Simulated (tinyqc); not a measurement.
Inside a calculation (part 2 of 2). Method: UHF in the sto-6g basis, for H4, spin multiplicity 1. Computed by tinyqc, a small Python program that keeps every step (integrals from PySCF). Command: `OMP_NUM_THREADS=1 python tinyqc.py 29526 29527 out.jsonl` (the two numbers bound the seeds that draw the settings). One thread of a shared host (Intel(R) Xeon(R) Processor @ 2.60GHz), about 0.1 s of CPU time with the checks.

Geometry (angstrom):
```
atom         x         y         z
H     0.000000  0.000000  0.000000
H     0.000000  0.000000  0.729000
H     0.000000  0.000000  2.822000
H     0.000000  0.000000  3.551000
```

## Iteration 7 (converged): orbitals

converged F(alpha) (hartree), lower triangle:
```
           1H 1s      2H 1s      3H 1s      4H 1s
1H 1s  -0.377658
2H 1s  -0.604243  -0.381549
3H 1s  -0.034954  -0.079767  -0.381549
4H 1s  -0.007433  -0.034954  -0.604243  -0.377658
```

converged F(beta) (hartree), lower triangle:
```
           1H 1s      2H 1s      3H 1s      4H 1s
1H 1s  -0.377658
2H 1s  -0.604243  -0.381549
3H 1s  -0.034954  -0.079767  -0.381549
4H 1s  -0.007433  -0.034954  -0.604243  -0.377658
```

X:
```
               1          2          3         4
1H 1s  -0.870056   0.864769   0.411917  0.364427
2H 1s   0.937621  -0.807598   0.382234  0.390225
3H 1s  -0.937621  -0.807598  -0.382234  0.390225
4H 1s   0.870056   0.864769  -0.411917  0.364427
```

Diagonalise F' = X^T F X, C = X C', fill 2 alpha and 2 beta electrons from the bottom; D(s) = C_occ C_occ^T. Each column has its largest component positive (the first on a tie).

F' = X^T F X (alpha) (hartree), lower triangle:
```
           1          2          3          4
1   0.766531
2   0.000000   0.607907
3  -0.012034   0.000000  -0.572355
4   0.000000  -0.007111   0.000000  -0.606376
```

orbital energies (alpha) (hartree): MO1 -0.606417, MO2 -0.572463, MO3 0.607949, MO4 0.766640

coefficients C (alpha):
```
            MO1        MO2        MO3        MO4
1H 1s  0.369484   0.404082   0.862620  -0.873723
2H 1s  0.385489   0.390645  -0.809869   0.934149
3H 1s  0.385489  -0.390645  -0.809869  -0.934149
4H 1s  0.369484  -0.404081   0.862620   0.873723
```

F' = X^T F X (beta) (hartree), lower triangle:
```
           1          2          3          4
1   0.766531
2   0.000000   0.607907
3  -0.012034   0.000000  -0.572355
4   0.000000  -0.007111   0.000000  -0.606376
```

orbital energies (beta) (hartree): MO1 -0.606417, MO2 -0.572463, MO3 0.607949, MO4 0.766640

coefficients C (beta):
```
            MO1        MO2        MO3        MO4
1H 1s  0.369484  -0.404081   0.862620   0.873723
2H 1s  0.385489  -0.390645  -0.809869  -0.934149
3H 1s  0.385489   0.390645  -0.809869   0.934149
4H 1s  0.369484   0.404082   0.862620  -0.873723
```

D(alpha) after iteration 7, lower triangle:
```
           1H 1s      2H 1s     3H 1s     4H 1s
1H 1s   0.299800
2H 1s   0.300284   0.301205
3H 1s  -0.015420  -0.004002  0.301205
4H 1s  -0.026763  -0.015420  0.300284  0.299800
```

D(beta) after iteration 7, lower triangle:
```
           1H 1s      2H 1s     3H 1s     4H 1s
1H 1s   0.299800
2H 1s   0.300284   0.301205
3H 1s  -0.015420  -0.004002  0.301205
4H 1s  -0.026763  -0.015420  0.300284  0.299800
```

## Convergence

Stop when the energy changes by less than 1e-09 hartree and every element of the error matrix X^T (F D S - S D F) X (for each spin) is below 9e-06.

Course of the cycle:
```
iteration  E (hartree)     change  largest element of the error matrix
1          -2.16336422          -                             1.31e-01
2          -2.24199091  -7.86e-02                             4.17e-02
3          -2.24747391  -5.48e-03                             1.81e-02
4          -2.25022230  -2.75e-03                             4.28e-03
5          -2.25033751  -1.15e-04                             3.33e-05
6          -2.25033751  -4.24e-09                             2.14e-06
7          -2.25033751  -2.79e-11                             1.50e-08
```

PySCF UHF in the same basis, after a stability check = -2.25033751 hartree

Converged in 7 iterations.

## Populations, bond orders and dipole

overlap S, lower triangle:
```
          1H 1s     2H 1s     3H 1s     4H 1s
1H 1s  1.000000
2H 1s  0.666928  1.000000
3H 1s  0.029816  0.103200  1.000000
4H 1s  0.007814  0.029816  0.666928  1.000000
```

Mulliken: Z minus the diagonal of D S on the atom; Loewdin: the same with S^(1/2) D S^(1/2); Mayer order: 2 sum_s sum (D(s) S)_ij (D(s) S)_ji over the two atoms.

Charges (e):
```
atom   Mulliken    Loewdin  Mulliken spin
1H     0.001201  -0.000056       3.23e-08
2H    -0.001201   0.000056      -3.22e-08
3H    -0.001201   0.000056       3.22e-08
4H     0.001201  -0.000056      -3.23e-08
```

Mayer bond orders:
```
pair      order
2-1    0.997526
3-1   -0.000180
3-2    0.002653
4-1    0.002653
4-2   -0.000180
4-3    0.997526
```

dipole moment about the origin, x y z (debye): 0.000000  0.000000  0.000000

<S^2> of the determinant (pure state: 0) = 0.000000
